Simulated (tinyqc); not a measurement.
Band folding and unfolding in a supercell of a chain: one step. Supercell Hamiltonian.

A chain with hopping -t and n = 6 sites a supercell. H(K) has v_j on the diagonal, -t between neighbours and -t exp(2 pi i K) on the bond that closes the cell (from the last site to the first of the next cell). The point K holds the n wave vectors k_m = (K + m)/n of the primitive zone, in 2 pi/a, m = 0 to n - 1, with E0 = -2t cos(2 pi k_m). The unfolding weight of a state c on k_m is |sum_j c_j exp(-2 pi i k_m j)|^2/n, j = 0 to n - 1.

Parameters, chosen for this exercise: t = 1.85 eV (hopping); v = (0.462, 0.231, -0.231, -0.462, -0.231, 0.231) eV (site energies in the supercell); Kq = 0.26 2 pi/(n a) (wave vector in the small zone).

Problem. Fill in H(K).

Give: H.

Solution.

H (eV):
```
                1        2        3        4        5               6
1          0.4620  -1.8500        0        0        0  0.1162+1.8463i
2         -1.8500   0.2310  -1.8500        0        0               0
3               0  -1.8500  -0.2310  -1.8500        0               0
4               0        0  -1.8500  -0.4620  -1.8500               0
5               0        0        0  -1.8500  -0.2310         -1.8500
6  0.1162-1.8463i        0        0        0  -1.8500          0.2310
```

Program tinyqc; command `OMP_NUM_THREADS=1 python tinyqc.py 1450847 1450848 out.jsonl`; about 0.01 s on one thread of a shared Intel(R) Xeon(R) Processor @ 2.30GHz.
